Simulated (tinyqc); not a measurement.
Worked calculation (part 3 of 3): UHF in the 6-31g basis, for H4+, spin multiplicity 2. Computed by tinyqc, a small Python program that keeps every step (integrals from PySCF). Command: `OMP_NUM_THREADS=1 python tinyqc.py 20951 20952 out.jsonl` (the two numbers bound the seeds that draw the settings). One thread of a shared host (Intel(R) Xeon(R) Processor @ 2.60GHz), about 0.1 s of CPU time with the checks.

Geometry (angstrom):
```
atom         x         y         z
H     0.000000  0.000000  0.000000
H     0.000000  0.000000  0.949000
H     0.000000  1.572000  0.000000
H     0.000000  1.572000  0.949000
```

## Iteration 2: diagonalisation and new density

F(alpha) (hartree):
```
           1H 1s      1H 2s      2H 1s      2H 2s      3H 1s      3H 2s      4H 1s      4H 2s
1H 1s  -0.438142  -0.744972  -0.615346  -0.643925  -0.098284  -0.287380  -0.053787  -0.237434
1H 2s  -0.744972  -0.719592  -0.643925  -0.689436  -0.287380  -0.440530  -0.237434  -0.409526
2H 1s  -0.615346  -0.643925  -0.438142  -0.744972  -0.053787  -0.237434  -0.098284  -0.287380
2H 2s  -0.643925  -0.689436  -0.744972  -0.719592  -0.237434  -0.409526  -0.287380  -0.440530
3H 1s  -0.098284  -0.287380  -0.053787  -0.237434  -0.438142  -0.744972  -0.615346  -0.643925
3H 2s  -0.287380  -0.440530  -0.237434  -0.409526  -0.744972  -0.719592  -0.643925  -0.689436
4H 1s  -0.053787  -0.237434  -0.098284  -0.287380  -0.615346  -0.643925  -0.438142  -0.744972
4H 2s  -0.237434  -0.409526  -0.287380  -0.440530  -0.643925  -0.689436  -0.744972  -0.719592
```

F(beta) (hartree):
```
           1H 1s      1H 2s      2H 1s      2H 2s      3H 1s      3H 2s      4H 1s      4H 2s
1H 1s  -0.161964  -0.561829  -0.426788  -0.482804  -0.175982  -0.317987  -0.126156  -0.270748
1H 2s  -0.561829  -0.582163  -0.482804  -0.558908  -0.317987  -0.448937  -0.270748  -0.419687
2H 1s  -0.426788  -0.482804  -0.161964  -0.561829  -0.126156  -0.270748  -0.175982  -0.317987
2H 2s  -0.482804  -0.558908  -0.561829  -0.582163  -0.270748  -0.419687  -0.317987  -0.448937
3H 1s  -0.175982  -0.317987  -0.126156  -0.270748  -0.161964  -0.561829  -0.426788  -0.482804
3H 2s  -0.317987  -0.448937  -0.270748  -0.419687  -0.561829  -0.582163  -0.482804  -0.558908
4H 1s  -0.126156  -0.270748  -0.175982  -0.317987  -0.426788  -0.482804  -0.161964  -0.561829
4H 2s  -0.270748  -0.419687  -0.317987  -0.448937  -0.482804  -0.558908  -0.561829  -0.582163
```

X:
```
           1H 1s      1H 2s      2H 1s      2H 2s      3H 1s      3H 2s      4H 1s      4H 2s
1H 1s   1.268656  -0.528486  -0.064336   0.033511   0.024242   0.029589   0.016095   0.004309
1H 2s  -0.528486   1.937985   0.033511  -0.826077   0.029589  -0.494258   0.004309   0.209344
2H 1s  -0.064336   0.033511   1.268656  -0.528486   0.016095   0.004309   0.024242   0.029589
2H 2s   0.033511  -0.826077  -0.528486   1.937985   0.004309   0.209344   0.029589  -0.494258
3H 1s   0.024242   0.029589   0.016095   0.004309   1.268656  -0.528486  -0.064336   0.033511
3H 2s   0.029589  -0.494258   0.004309   0.209344  -0.528486   1.937985   0.033511  -0.826077
4H 1s   0.016095   0.004309   0.024242   0.029589  -0.064336   0.033511   1.268656  -0.528486
4H 2s   0.004309   0.209344   0.029589  -0.494258   0.033511  -0.826077  -0.528486   1.937985
```

Diagonalise F' = X^T F X, C = X C', fill 2 alpha and 1 beta electrons from the bottom; D(s) = C_occ C_occ^T. Each column has its largest component positive (the first on a tie).

F' = X^T F X (alpha) (hartree):
```
           1          2          3          4          5          6          7          8
1   0.110554  -0.604346  -0.343141  -0.146726   0.032975  -0.051675   0.048223  -0.020664
2  -0.604346  -0.000161  -0.146726  -0.203827  -0.051675  -0.114518  -0.020664  -0.023389
3  -0.343141  -0.146726   0.110554  -0.604346   0.048223  -0.020664   0.032975  -0.051675
4  -0.146726  -0.203827  -0.604346  -0.000161  -0.020664  -0.023389  -0.051675  -0.114518
5   0.032975  -0.051675   0.048223  -0.020664   0.110554  -0.604346  -0.343141  -0.146726
6  -0.051675  -0.114518  -0.020664  -0.023389  -0.604346  -0.000161  -0.146726  -0.203827
7   0.048223  -0.020664   0.032975  -0.051675  -0.343141  -0.146726   0.110554  -0.604346
8  -0.020664  -0.023389  -0.051675  -0.114518  -0.146726  -0.203827  -0.604346  -0.000161
```

orbital energies (alpha) (hartree): MO1 -1.075544, MO2 -0.879873, MO3 -0.239596, MO4 -0.053536, MO5 0.500008, MO6 0.582260, MO7 0.790580, MO8 0.817273

coefficients C (alpha):
```
            MO1        MO2        MO3        MO4        MO5        MO6        MO7        MO8
1H 1s  0.241870   0.277571   0.174335   0.191507  -0.575843   0.618013  -0.700919  -0.698822
1H 2s  0.155366   0.244259   0.678912   1.157297   0.705720  -0.447201   0.820041   1.324032
2H 1s  0.241870   0.277571  -0.174335  -0.191507  -0.575843   0.618013   0.700919   0.698822
2H 2s  0.155366   0.244259  -0.678912  -1.157297   0.705720  -0.447201  -0.820041  -1.324032
3H 1s  0.241870  -0.277571   0.174335  -0.191507   0.575843   0.618013  -0.700919   0.698822
3H 2s  0.155366  -0.244259   0.678912  -1.157297  -0.705720  -0.447201   0.820041  -1.324032
4H 1s  0.241870  -0.277571  -0.174335   0.191507   0.575843   0.618013   0.700919  -0.698822
4H 2s  0.155366  -0.244259  -0.678912   1.157297  -0.705720  -0.447201  -0.820041   1.324032
```

F' = X^T F X (beta) (hartree):
```
           1          2          3          4          5          6          7          8
1   0.330319  -0.534491  -0.248262  -0.086496  -0.019972  -0.081962   0.005254  -0.047978
2  -0.534491   0.042994  -0.086496  -0.171189  -0.081962  -0.142965  -0.047978  -0.047071
3  -0.248262  -0.086496   0.330319  -0.534491   0.005254  -0.047978  -0.019972  -0.081962
4  -0.086496  -0.171189  -0.534491   0.042994  -0.047978  -0.047071  -0.081962  -0.142965
5  -0.019972  -0.081962   0.005254  -0.047978   0.330319  -0.534491  -0.248262  -0.086496
6  -0.081962  -0.142965  -0.047978  -0.047071  -0.534491   0.042994  -0.086496  -0.171189
7   0.005254  -0.047978  -0.019972  -0.081962  -0.248262  -0.086496   0.330319  -0.534491
8  -0.047978  -0.047071  -0.081962  -0.142965  -0.086496  -0.171189  -0.534491   0.042994
```

orbital energies (beta) (hartree): MO1 -0.900725, MO2 -0.412049, MO3 -0.192973, MO4 0.017652, MO5 0.570665, MO6 0.649831, MO7 0.864616, MO8 0.896231

coefficients C (beta):
```
            MO1        MO2        MO3        MO4        MO5        MO6        MO7        MO8
1H 1s  0.199276   0.213870   0.138353   0.142322  -0.602412   0.633032  -0.708899  -0.710473
1H 2s  0.185422   0.318921   0.719861   1.246788   0.675273  -0.435599   0.784341   1.240128
2H 1s  0.199276   0.213870  -0.138353  -0.142322  -0.602412   0.633032   0.708899   0.710473
2H 2s  0.185422   0.318921  -0.719861  -1.246788   0.675273  -0.435599  -0.784341  -1.240128
3H 1s  0.199276  -0.213870   0.138353  -0.142322   0.602412   0.633032  -0.708899   0.710473
3H 2s  0.185422  -0.318921   0.719861  -1.246788  -0.675273  -0.435599   0.784341  -1.240128
4H 1s  0.199276  -0.213870  -0.138353   0.142322   0.602412   0.633032   0.708899  -0.710473
4H 2s  0.185422  -0.318921  -0.719861   1.246788  -0.675273  -0.435599  -0.784341   1.240128
```

D(alpha) after iteration 2:
```
           1H 1s      1H 2s      2H 1s      2H 2s      3H 1s      3H 2s      4H 1s      4H 2s
1H 1s   0.135547   0.105378   0.135547   0.105378  -0.018545  -0.030221  -0.018545  -0.030221
1H 2s   0.105378   0.083801   0.105378   0.083801  -0.030221  -0.035524  -0.030221  -0.035524
2H 1s   0.135547   0.105378   0.135547   0.105378  -0.018545  -0.030221  -0.018545  -0.030221
2H 2s   0.105378   0.083801   0.105378   0.083801  -0.030221  -0.035524  -0.030221  -0.035524
3H 1s  -0.018545  -0.030221  -0.018545  -0.030221   0.135547   0.105378   0.135547   0.105378
3H 2s  -0.030221  -0.035524  -0.030221  -0.035524   0.105378   0.083801   0.105378   0.083801
4H 1s  -0.018545  -0.030221  -0.018545  -0.030221   0.135547   0.105378   0.135547   0.105378
4H 2s  -0.030221  -0.035524  -0.030221  -0.035524   0.105378   0.083801   0.105378   0.083801
```

D(beta) after iteration 2:
```
          1H 1s     1H 2s     2H 1s     2H 2s     3H 1s     3H 2s     4H 1s     4H 2s
1H 1s  0.039711  0.036950  0.039711  0.036950  0.039711  0.036950  0.039711  0.036950
1H 2s  0.036950  0.034381  0.036950  0.034381  0.036950  0.034381  0.036950  0.034381
2H 1s  0.039711  0.036950  0.039711  0.036950  0.039711  0.036950  0.039711  0.036950
2H 2s  0.036950  0.034381  0.036950  0.034381  0.036950  0.034381  0.036950  0.034381
3H 1s  0.039711  0.036950  0.039711  0.036950  0.039711  0.036950  0.039711  0.036950
3H 2s  0.036950  0.034381  0.036950  0.034381  0.036950  0.034381  0.036950  0.034381
4H 1s  0.039711  0.036950  0.039711  0.036950  0.039711  0.036950  0.039711  0.036950
4H 2s  0.036950  0.034381  0.036950  0.034381  0.036950  0.034381  0.036950  0.034381
```

## Iteration 7 (converged): orbitals

converged F(alpha) (hartree):
```
           1H 1s      1H 2s      2H 1s      2H 2s      3H 1s      3H 2s      4H 1s      4H 2s
1H 1s  -0.441104  -0.748212  -0.613800  -0.645938  -0.099289  -0.288528  -0.054549  -0.238183
1H 2s  -0.748212  -0.725953  -0.645938  -0.695052  -0.288528  -0.443333  -0.238183  -0.411935
2H 1s  -0.613800  -0.645938  -0.441104  -0.748212  -0.054549  -0.238183  -0.099289  -0.288528
2H 2s  -0.645938  -0.695052  -0.748212  -0.725953  -0.238183  -0.411935  -0.288528  -0.443333
3H 1s  -0.099289  -0.288528  -0.054549  -0.238183  -0.441104  -0.748212  -0.613800  -0.645938
3H 2s  -0.288528  -0.443333  -0.238183  -0.411935  -0.748212  -0.725953  -0.645938  -0.695052
4H 1s  -0.054549  -0.238183  -0.099289  -0.288528  -0.613800  -0.645938  -0.441104  -0.748212
4H 2s  -0.238183  -0.411935  -0.288528  -0.443333  -0.645938  -0.695052  -0.748212  -0.725953
```

converged F(beta) (hartree):
```
           1H 1s      1H 2s      2H 1s      2H 2s      3H 1s      3H 2s      4H 1s      4H 2s
1H 1s  -0.167291  -0.565105  -0.426605  -0.484780  -0.174789  -0.318867  -0.124885  -0.271178
1H 2s  -0.565105  -0.588040  -0.484780  -0.564058  -0.318867  -0.453046  -0.271178  -0.423335
2H 1s  -0.426605  -0.484780  -0.167291  -0.565105  -0.124885  -0.271178  -0.174789  -0.318867
2H 2s  -0.484780  -0.564058  -0.565105  -0.588040  -0.271178  -0.423335  -0.318867  -0.453046
3H 1s  -0.174789  -0.318867  -0.124885  -0.271178  -0.167291  -0.565105  -0.426605  -0.484780
3H 2s  -0.318867  -0.453046  -0.271178  -0.423335  -0.565105  -0.588040  -0.484780  -0.564058
4H 1s  -0.124885  -0.271178  -0.174789  -0.318867  -0.426605  -0.484780  -0.167291  -0.565105
4H 2s  -0.271178  -0.423335  -0.318867  -0.453046  -0.484780  -0.564058  -0.565105  -0.588040
```

As before.

F' = X^T F X (alpha) (hartree):
```
           1          2          3          4          5          6          7          8
1   0.107926  -0.604959  -0.339343  -0.147170   0.032148  -0.051453   0.047503  -0.020329
2  -0.604959  -0.005173  -0.147170  -0.206376  -0.051453  -0.114300  -0.020329  -0.023025
3  -0.339343  -0.147170   0.107926  -0.604959   0.047503  -0.020329   0.032148  -0.051453
4  -0.147170  -0.206376  -0.604959  -0.005173  -0.020329  -0.023025  -0.051453  -0.114300
5   0.032148  -0.051453   0.047503  -0.020329   0.107926  -0.604959  -0.339343  -0.147170
6  -0.051453  -0.114300  -0.020329  -0.023025  -0.604959  -0.005173  -0.147170  -0.206376
7   0.047503  -0.020329   0.032148  -0.051453  -0.339343  -0.147170   0.107926  -0.604959
8  -0.020329  -0.023025  -0.051453  -0.114300  -0.147170  -0.206376  -0.604959  -0.005173
```

orbital energies (alpha) (hartree): MO1 -1.080105, MO2 -0.883224, MO3 -0.243816, MO4 -0.057513, MO5 0.497931, MO6 0.579465, MO7 0.785659, MO8 0.812615

coefficients C (alpha):
```
            MO1        MO2        MO3        MO4        MO5        MO6        MO7        MO8
1H 1s  0.240670   0.275221   0.175662   0.193090  -0.576970   0.618481  -0.700587  -0.698386
1H 2s  0.156234   0.247135   0.677358   1.154294   0.704719  -0.446899   0.821326   1.326651
2H 1s  0.240670   0.275221  -0.175662  -0.193090  -0.576970   0.618481   0.700587   0.698386
2H 2s  0.156234   0.247135  -0.677358  -1.154294   0.704719  -0.446899  -0.821326  -1.326651
3H 1s  0.240670  -0.275221   0.175662  -0.193090   0.576970   0.618481  -0.700587   0.698386
3H 2s  0.156234  -0.247135   0.677358  -1.154294  -0.704719  -0.446899   0.821326  -1.326651
4H 1s  0.240670  -0.275221  -0.175662   0.193090   0.576970   0.618481   0.700587  -0.698386
4H 2s  0.156234  -0.247135  -0.677358   1.154294  -0.704719  -0.446899  -0.821326   1.326651
```

F' = X^T F X (beta) (hartree):
```
           1          2          3          4          5          6          7          8
1   0.324528  -0.534314  -0.245965  -0.086600  -0.018427  -0.081864   0.006585  -0.047594
2  -0.534314   0.039121  -0.086600  -0.172866  -0.081864  -0.144690  -0.047594  -0.048211
3  -0.245965  -0.086600   0.324528  -0.534314   0.006585  -0.047594  -0.018427  -0.081864
4  -0.086600  -0.172866  -0.534314   0.039121  -0.047594  -0.048211  -0.081864  -0.144690
5  -0.018427  -0.081864   0.006585  -0.047594   0.324528  -0.534314  -0.245965  -0.086600
6  -0.081864  -0.144690  -0.047594  -0.048211  -0.534314   0.039121  -0.086600  -0.172866
7   0.006585  -0.047594  -0.018427  -0.081864  -0.245965  -0.086600   0.324528  -0.534314
8  -0.047594  -0.048211  -0.081864  -0.144690  -0.086600  -0.172866  -0.534314   0.039121
```

orbital energies (beta) (hartree): MO1 -0.905684, MO2 -0.416925, MO3 -0.197262, MO4 0.014339, MO5 0.566485, MO6 0.645758, MO7 0.858252, MO8 0.889631

coefficients C (beta):
```
            MO1        MO2        MO3        MO4        MO5        MO6        MO7        MO8
1H 1s  0.197679   0.215007   0.139913   0.144726  -0.602008   0.633533  -0.708593  -0.709987
1H 2s  0.186521   0.317646   0.718133   1.242582   0.675874  -0.435130   0.785923   1.244342
2H 1s  0.197679   0.215007  -0.139913  -0.144726  -0.602008   0.633533   0.708593   0.709987
2H 2s  0.186521   0.317646  -0.718133  -1.242582   0.675874  -0.435130  -0.785923  -1.244342
3H 1s  0.197679  -0.215007   0.139913  -0.144726   0.602008   0.633533  -0.708593   0.709987
3H 2s  0.186521  -0.317646   0.718133  -1.242582  -0.675874  -0.435130   0.785923  -1.244342
4H 1s  0.197679  -0.215007  -0.139913   0.144726   0.602008   0.633533   0.708593  -0.709987
4H 2s  0.186521  -0.317646  -0.718133   1.242582  -0.675874  -0.435130  -0.785923   1.244342
```

D(alpha) after iteration 7:
```
           1H 1s      1H 2s      2H 1s      2H 2s      3H 1s      3H 2s      4H 1s      4H 2s
1H 1s   0.133668   0.105617   0.133668   0.105617  -0.017825  -0.030416  -0.017825  -0.030416
1H 2s   0.105617   0.085485   0.105617   0.085485  -0.030416  -0.036666  -0.030416  -0.036666
2H 1s   0.133668   0.105617   0.133668   0.105617  -0.017825  -0.030416  -0.017825  -0.030416
2H 2s   0.105617   0.085485   0.105617   0.085485  -0.030416  -0.036666  -0.030416  -0.036666
3H 1s  -0.017825  -0.030416  -0.017825  -0.030416   0.133668   0.105617   0.133668   0.105617
3H 2s  -0.030416  -0.036666  -0.030416  -0.036666   0.105617   0.085485   0.105617   0.085485
4H 1s  -0.017825  -0.030416  -0.017825  -0.030416   0.133668   0.105617   0.133668   0.105617
4H 2s  -0.030416  -0.036666  -0.030416  -0.036666   0.105617   0.085485   0.105617   0.085485
```

D(beta) after iteration 7:
```
          1H 1s     1H 2s     2H 1s     2H 2s     3H 1s     3H 2s     4H 1s     4H 2s
1H 1s  0.039077  0.036871  0.039077  0.036871  0.039077  0.036871  0.039077  0.036871
1H 2s  0.036871  0.034790  0.036871  0.034790  0.036871  0.034790  0.036871  0.034790
2H 1s  0.039077  0.036871  0.039077  0.036871  0.039077  0.036871  0.039077  0.036871
2H 2s  0.036871  0.034790  0.036871  0.034790  0.036871  0.034790  0.036871  0.034790
3H 1s  0.039077  0.036871  0.039077  0.036871  0.039077  0.036871  0.039077  0.036871
3H 2s  0.036871  0.034790  0.036871  0.034790  0.036871  0.034790  0.036871  0.034790
4H 1s  0.039077  0.036871  0.039077  0.036871  0.039077  0.036871  0.039077  0.036871
4H 2s  0.036871  0.034790  0.036871  0.034790  0.036871  0.034790  0.036871  0.034790
```

## Convergence

Stop when the energy changes by less than 1e-10 hartree and every element of the error matrix X^T (F D S - S D F) X (for each spin) is below 3e-06.

Course of the cycle:
```
iteration  E (hartree)     change  largest element of the error matrix
1          -1.68234658          -                             4.90e-02
2          -1.71869432  -3.63e-02                             8.94e-03
3          -1.71973326  -1.04e-03                             1.72e-03
4          -1.71976389  -3.06e-05                             3.68e-04
5          -1.71976502  -1.14e-06                             3.05e-05
6          -1.71976504  -1.46e-08                             5.93e-07
7          -1.71976504  -2.26e-12                             1.03e-07
```

PySCF UHF in the same basis, after a stability check = -1.71976504 hartree

Converged in 7 iterations.

## Populations, bond orders and dipole

overlap S:
```
          1H 1s     1H 2s     2H 1s     2H 2s     3H 1s     3H 2s     4H 1s     4H 2s
1H 1s  1.000000  0.658292  0.287504  0.431367  0.041956  0.206675  0.014532  0.135628
1H 2s  0.658292  1.000000  0.431367  0.771558  0.206675  0.490849  0.135628  0.378719
2H 1s  0.287504  0.431367  1.000000  0.658292  0.014532  0.135628  0.041956  0.206675
2H 2s  0.431367  0.771558  0.658292  1.000000  0.135628  0.378719  0.206675  0.490849
3H 1s  0.041956  0.206675  0.014532  0.135628  1.000000  0.658292  0.287504  0.431367
3H 2s  0.206675  0.490849  0.135628  0.378719  0.658292  1.000000  0.431367  0.771558
4H 1s  0.014532  0.135628  0.041956  0.206675  0.287504  0.431367  1.000000  0.658292
4H 2s  0.135628  0.378719  0.206675  0.490849  0.431367  0.771558  0.658292  1.000000
```

Mulliken: Z minus the diagonal of D S on the atom; Loewdin: the same with S^(1/2) D S^(1/2); Mayer order: 2 sum_s sum (D(s) S)_ij (D(s) S)_ji over the two atoms.

Charges (e):
```
atom  Mulliken   Loewdin  Mulliken spin
1H    0.250000  0.250000       0.250000
2H    0.250000  0.250000       0.250000
3H    0.250000  0.250000       0.250000
4H    0.250000  0.250000       0.250000
```

Mayer bond orders:
```
pair     order
2-1   0.635672
3-1   0.114328
3-2   0.114328
4-1   0.114328
4-2   0.114328
4-3   0.635672
```

dipole moment about the origin, x y z (debye): 0.000000  3.775319  2.279121

<S^2> of the determinant (pure state: 0.75) = 0.754705
